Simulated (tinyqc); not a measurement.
Input admittance of a MOSFET at zero drain bias: distributed channel and distributed gate: one step of the calculation.

Source and drain grounded, strong inversion, w = 2 pi f, Cox = eps0 eox/tox. The channel is an RC line of resistance 1/(mu Cox Vo) per square fed from both ends, so one finger has the intrinsic admittance y = i w Cox L tanh(g)/g per width, g = (1/2) sqrt(i w tau), tau = L^2/(mu Vo). The vertical resistance rv/L is in series with y, the overlaps 2 i w Cov in parallel: y_t = 1/(1/y + rv/L) + 2 i w Cov. The gate strip is a line of Rsh/L per length loaded by y_t, so a finger has Y = y_t Wf tanh(k)/k, k = (Wf/sd) sqrt(y_t Rsh/L); the device has Nf Y.

Task. Input impedance of the device. k and Y as defined; Z = 1/(Nf Y) = R + 1/(i w C); Q = |Im Z|/R; signal at the point farthest from a contact |1/cosh k|.

Inputs (values chosen for the exercise); values of the order met in silicon radio-frequency transistors: channel length L = 0.58 um; finger width Wf = 5.4 um; number of fingers Nf = 32; sheet resistance of the gate Rsh = 4.3 ohm/square; number of ends at which a finger is contacted sd = 1; frequency f = 26 GHz.

y_t = 315.4699+1323.9247i uS/um

Wanted: k; Nf Y; R; C; Q; signal at the far point.

Result.

k = 0.4257+0.3362i
Nf Y = 73.2+216.6i mS
R = 1.401 ohm
C = 1477 fF
Q = 2.959
signal at the far point = 0.9606

Program tinyqc, `OMP_NUM_THREADS=1 python tinyqc.py 2262147 2262148 out.jsonl`; Intel Xeon 2.30GHz, shared host, one thread, about 0.01 s.
